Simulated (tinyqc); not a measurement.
What each parameter does: two-dimensional electron gas with Rashba and Dresselhaus coupling.

H = c k^2/m + al (ky sx - kx sy) + b1 (kx sx - ky sy) + gam kx ky (kx sy - ky sx), s the Pauli matrices, x = [100], c = hbar^2/2m0, b1 = gam (pi/L)^2 (hard walls). H = c k^2/m + B.s, so E = c k^2/m -/+ |B| and the lower state has its spin along -B.

Constants: hbar^2/2m0 = 3.80998211 eV angstrom^2.

Values chosen for the exercise (of the size met in InGaAs; shifted at random, so the results belong to these values and not to a real crystal):

| symbol | value | unit | meaning |
|---|---|---|---|
| m | 0.0391 | m0 | mass |
| al | 0.15 | eV angstrom | Rashba constant |
| gam | 20.4 | eV angstrom^3 | bulk Dresselhaus constant |
| L | 146 | angstrom | width of the (001) well |
| n | 9.5 | 1e11/cm^2 | sheet density (one subband filled) |

Splittings 2|B| at k0 = sqrt(2 pi n) along [100], [110] and [-110], and E0 = c k0^2/m; 1e11/cm^2 = 1e-5/angstrom^2.

Results for these values:

| case | [100] (meV) | [110] (meV) | [-110] (meV) | E0 (meV) |
|---|---|---|---|---|
| base | 7.3440 | 7.4935 | 7.1654 | 58.16 |

What happens to each result for al = 0.18 eV angstrom, all else kept?

Answer: [100] rises from 7.3440 to 8.8075; [110] rises from 7.4935 to 8.9594; [-110] rises from 7.1654 to 8.6313; E0 does not change at the printed digits.

The same for each parameter in turn:

| case | [100] (meV) | [110] (meV) | [-110] (meV) | E0 (meV) |
|---|---|---|---|---|
| base | 7.3440 | 7.4935 | 7.1654 | 58.16 |
| m = 0.04301 m0 | 7.3440 | 7.4935 | 7.1654 | 52.88 |
| al = 0.18 eV angstrom | 8.8075 | 8.9594 | 8.6313 | 58.16 |
| gam = 24.48 eV angstrom^3 | 7.3504 | 7.5263 | 7.1326 | 58.16 |
| L = 166 angstrom | 7.3382 | 7.3890 | 7.2700 | 58.16 |
| n = 14.25 1e11/cm^2 | 8.9945 | 8.9955 | 8.9580 | 87.25 |

Run: tinyqc, `OMP_NUM_THREADS=1 python tinyqc.py 1482628 1482629 out.jsonl`; Intel(R) Xeon(R) Processor @ 2.30GHz, one thread, shared host; about 0.01 s of CPU time with all checks.
